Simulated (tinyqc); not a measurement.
Empirical pseudopotential in a few plane waves, step by step. One step of it, computed by the program tinyqc.

Problem. Bloch Hamiltonian at G. Basis: the 15 shortest G (labels in 2 pi/a), the same at every k. H(G,G') = c |k + G|^2 delta + VS(|G-G'|^2) cos((G-G').tau) + i VA sin((G-G').tau), tau = a/8 (1,1,1); 1 Ry = 13.605693 eV.

Parameters chosen for this model: fcc lattice, atoms at +/- a/8 (1,1,1); form factors in rydberg at |G|^2 in units of (2 pi/a)^2:
```
parameter                 value      unit
a                      6.070000  angstrom
VS(3)                 -0.210000        Ry
VS(8)                  0.059000        Ry
VS(11)                 0.064000        Ry
VA(3)                         0        Ry
VA(4)                         0        Ry
VA(11)                        0        Ry
hbar^2/2m (2 pi/a)^2   4.082303        eV
```

k point G (2 pi / a): 0  0  0

Give: H(k) at G.

Solution.

H(k) at G (eV), lower triangle:
```
         +0+0+0   -1-1-1   -1-1+1   -1+1-1   -1+1+1   +1-1-1   +1-1+1   +1+1-1
+0+0+0   0.0000
-1-1-1   2.0203  12.2469
-1-1+1  -2.0203   0.0000  12.2469
-1+1-1  -2.0203   0.0000   0.8027  12.2469
-1+1+1  -2.0203  -0.8027   0.0000   0.0000  12.2469
+1-1-1  -2.0203   0.0000   0.8027   0.8027   0.0000  12.2469
+1-1+1  -2.0203  -0.8027   0.0000   0.0000   0.8027   0.0000  12.2469
+1+1-1  -2.0203  -0.8027   0.0000   0.0000   0.8027   0.0000   0.8027  12.2469
+1+1+1   2.0203   0.0000  -0.8027  -0.8027   0.0000  -0.8027   0.0000   0.0000
-2+0+0   0.0000  -2.0203  -2.0203  -2.0203   2.0203   0.6157  -0.6157  -0.6157
+0-2+0   0.0000  -2.0203  -2.0203   0.6157  -0.6157  -2.0203   2.0203  -0.6157
+0+0-2   0.0000  -2.0203   0.6157  -2.0203  -0.6157  -2.0203  -0.6157   2.0203
+0+0+2   0.0000  -0.6157   2.0203  -0.6157  -2.0203  -0.6157  -2.0203   0.6157
+0+2+0   0.0000  -0.6157  -0.6157   2.0203  -2.0203  -0.6157   0.6157  -2.0203
+2+0+0   0.0000  -0.6157  -0.6157  -0.6157   0.6157   2.0203  -2.0203  -2.0203

         +1+1+1   -2+0+0   +0-2+0   +0+0-2   +0+0+2   +0+2+0   +2+0+0
+1+1+1  12.2469
-2+0+0  -0.6157  16.3292
+0-2+0  -0.6157   0.8027  16.3292
+0+0-2  -0.6157   0.8027   0.8027  16.3292
+0+0+2  -2.0203  -0.8027  -0.8027   0.0000  16.3292
+0+2+0  -2.0203  -0.8027   0.0000  -0.8027   0.8027  16.3292
+2+0+0  -2.0203   0.0000  -0.8027  -0.8027   0.8027   0.8027  16.3292
```
